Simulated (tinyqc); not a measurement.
# Lifetime from the low-frequency admittance

Question. At low frequency a p+-n diode with a base of width wb has C_diff/G = (tau/2)(1 - 2 x/sinh 2x), x = wb/sqrt(Dp tau). Find tau, x and the limit of C_diff/G for infinite lifetime, wb^2/(3 Dp).

Values chosen for this exercise: hole diffusion coefficient Dp = 34 cm^2/s; width of the neutral base wb = 29 um.

G = 10.111764 S/cm^2
C_diff = 0.67463293 uF/cm^2

Answer. The ratio rises steadily with tau from tau/2 (long base) towards wb^2/(3 Dp) (short base), so one lifetime matches as long as the ratio is below that limit.

tau = 5.000e-7 s
x = 0.7034
limit of C_diff/G = 8.245e-8 s

tinyqc, about 0.01 s, one thread, Intel Xeon 2.30GHz (shared host): `OMP_NUM_THREADS=1 python tinyqc.py 2890204 2890205 out.jsonl`
